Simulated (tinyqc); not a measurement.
# Inputs raised by 10 %, one at a time

Model: switching kinetics of a ferroelectric film and the memory window of a ferroelectric gate stack. Computed by tinyqc, a small Python program. Command: `OMP_NUM_THREADS=1 python tinyqc.py 3007157 3007158 out.jsonl feswitch sens`. One thread of a shared host (Intel(R) Xeon(R) Processor @ 2.30GHz), about 0.02 s of CPU time with the checks.

Fields in MV/cm; 1 microcoulomb/cm^2 over eps_0 is 11.29409 MV/cm. In the stack (metal, ferroelectric, interlayer, channel) the channel is taken as a conductor.

Inputs (values chosen for the exercise, for a model hafnia-based film):
```
quantity,value,unit
saturation polarisation P_s,28,microcoulomb/cm^2
ratio P_r/P_s,0.91,-
coercive field E_c,1.2,MV/cm
permittivity of the ferroelectric eps_F,34,-
thickness t_F,17,nm
permittivity of the interlayer eps_I,7.5,-
interlayer thickness t_I,0.69,nm
share s of P screened by trapped charge,0.85,-
pulse height V,6.4,V
time constant t_inf,1.3e-11,s
activation field E_a,8,MV/cm
Merz exponent alpha,2,-
dimension n,3,-
pulse length t_p,0.00011,s
breakdown field of the interlayer,10,MV/cm
```

Kinetics: Kolmogorov-Avrami-Ishibashi (KAI).

Method. Series stack: V = E_F t_F + E_I t_I and eps_I E_I = eps_F E_F + (1 - s) P/eps_0. Before switching P = -P_r, after it P = +P_s; in retention V = 0 and P = +P_r. Merz's law: t1 = t_inf exp[(E_a/E)^alpha] at the mean of the fields before and after switching. KAI: switched share = 1 - exp[-(t/t1)^n].

Runs:
```
input moved,from,to,E_I after switching (MV/cm),E_F after switching (MV/cm),switching time t1 (s),switched share
base run,-,-,19.756,2.9628,7.5873e-09,1
saturation polarisation P_s (microcoulomb/cm^2),28,30.8,20.290,2.9412,7.6171e-09,1
coercive field E_c (MV/cm),1.2,1.32,19.756,2.9628,7.5873e-09,1
permittivity of the ferroelectric eps_F,34,37.4,20.873,2.9175,9.2626e-09,1
interlayer thickness t_I (nm),0.69,0.759,19.454,2.8961,9.3001e-09,1
pulse height V (V),6.4,7.04,21.198,3.2808,2.5046e-09,1
activation field E_a (MV/cm),8,8.8,19.756,2.9628,2.8905e-08,1
time constant t_inf (s),1.3e-11,1.43e-11,19.756,2.9628,8.3460e-09,1
```

Exponents ln(y'/y) / ln(x'/x):
```
input,E_I after switching,E_F after switching,switching time t1,switched share
saturation polarisation P_s,0.280,-0.077,0.041,0
coercive field E_c,0.000,0.000,0.000,0
permittivity of the ferroelectric eps_F,0.577,-0.162,2.093,0
interlayer thickness t_I,-0.162,-0.239,2.136,0
pulse height V,0.739,1.070,-11.629,0
activation field E_a,0.000,0.000,14.034,0
time constant t_inf,0.000,0.000,1.000,0
```

Among the inputs moved here: E_I after switching answers most in size to pulse height V (exponent +0.739), next to permittivity of the ferroelectric eps_F (+0.577); its exponent is below 0.0005 for coercive field E_c, activation field E_a, time constant t_inf. E_F after switching answers most in size to pulse height V (exponent +1.070), next to interlayer thickness t_I (-0.239); its exponent is below 0.0005 for coercive field E_c, activation field E_a, time constant t_inf. Switching time t1 answers most in size to activation field E_a (exponent +14.034), next to pulse height V (-11.629); its exponent is below 0.0005 for coercive field E_c. Its exponent +1.000 in time constant t_inf: a prefactor. Switched share hardly depends on these (all exponents below 0.005).

Caution (all rows): the interlayer field exceeds its breakdown field, so charge injection would change the fields.
